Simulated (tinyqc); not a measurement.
Gap voltage and exponent from three temperatures.

Problem. At constant current VBE(T) = Vg0 - a T - eta (kB T/q) ln T, where a is a constant. Find Vg0, eta and dVBE/dT at the middle temperature.

Constants: q = 1.602176634e-19 C, kB = 1.380649e-23 J/K. Results are converted to the units shown.

T (K): 253  273  390
VBE at a constant current (V): 0.8224974834  0.7881508889  0.5794597939

Answer. The relation is linear in Vg0, a and eta, so three points give a linear system; the slope is (VBE - Vg0 - eta kB T/q)/T. eta rests on the curvature of VBE(T) alone, so real fits need accuracy of some tens of microvolts or better.

Vg0 = 1.18 V
eta = 3.40
dVBE/dT = -1.73 mV/K

Program tinyqc, `OMP_NUM_THREADS=1 python tinyqc.py 2062006 2062007 out.jsonl`; Intel Xeon 2.30GHz, shared host, one thread, about 0.03 s.
